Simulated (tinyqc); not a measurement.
Anneal temperature: kinetics of strain relaxation and threading dislocations in mismatched semiconductor layers. Computed by tinyqc, a small Python program. Command: `OMP_NUM_THREADS=1 python tinyqc.py 3005465 3005466 out.jsonl threading walk`. One thread of a shared host (Intel(R) Xeon(R) Processor @ 2.30GHz), about 0.01 s of CPU time with the checks.

60-degree dislocations on {111} planes of a (001) layer, isotropic elasticity. The Schmid factor is 1/sqrt(6), and a misfit segment relieves strain with b/2.

Inputs (values chosen for the exercise, modelled on Ge on Si):
```
quantity,value,unit
misfit f,0.0443,-
shear modulus G,55.7,GPa
Poisson ratio nu,0.26,-
Burgers vector b,4,angstrom
glide activation energy Q,1.63,eV
velocity prefactor v0,29000,m/s per MPa
layer thickness h,20,nm
anneal temperature T,576,K
anneal time t,720,s
initial thread density rho_0,98000,1/cm^2
multiplication constant delta,98000,1/m
```

Sources: multiplication.

Constants: k_B = 8.617333262e-05 eV/K.

Method:
- Excess resolved stress tau = (1/sqrt 6) [2 G (1 + nu)/(1 - nu)] (e - e_eq), e_eq = b (1 - nu/4) [ln(h/b) + 1]/(4 pi (1 + nu) h), the Matthews-Blakeslee strain of an uncapped layer; glide velocity v = v0 tau exp(-Q/(k_B T)), tau in MPa.
- Threads run in two directions, so de/dt = -(b/4) rho v, and they multiply as d rho/dt = delta rho v. With x = e - e_eq, x0 = f - e_eq (fully strained at t = 0) and v = m S x (m the mobility, S x = tau): rho = rho_0 + (4 delta/b)(x0 - x), so dx/dt = -k x (a - x), k = delta m S, a = x0 + b rho_0/(4 delta): a logistic law, x = a/[1 + (a/x0 - 1) exp(k a t)].
- The half time is that at which x = x0/2.

half time = 227.741 s

excess stress tau = 2981.23 MPa

equilibrium strain e_eq = 0.00580125

After the time t:
```
T (K),first velocity (micrometre/s),relieved (%),threads (1/cm^2),half time (s)
490,1.4853e-03,2.8700e-04,1.0883e+05,7.2535e+04
506,5.0342e-03,1.1078e-03,1.3980e+05,2.1401e+04
524,1.8181e-02,6.7712e-03,3.5347e+05,5.9257e+03
539,4.9648e-02,8.3630e-02,3.2533e+06,2.1700e+03
556,1.4518e-01,4.2205e+01,1.5925e+09,7.4209e+02
568,2.9789e-01,9.9997e+01,3.7729e+09,3.6167e+02
584,7.4180e-01,1.0000e+02,3.7730e+09,1.4524e+02
610,2.9502e+00,1.0000e+02,3.7730e+09,3.6519e+01
```

What does the comparison show, and why?

The half time follows exp(Q/(k_B T)), a decade for each 38 K near 556 K. Relief goes from 0.084 % at 539 K to 100.0 % at 568 K: with multiplication the onset is abrupt, after an incubation in which threads breed, and the final density is set by delta, not by rho_0. Caution: at stresses above about 1 GPa the linear velocity law understates glide, as stress lowers the kink barrier. Caution: at such misfit the layer islands and relaxes during the first nanometres, so a uniform strained start is an idealisation. Caution: rows with more than 50 % relieved leave out blocking by crossing misfit lines, which slows real layers.

Extremes, crossings and ranges named in words are read from the listed rows.
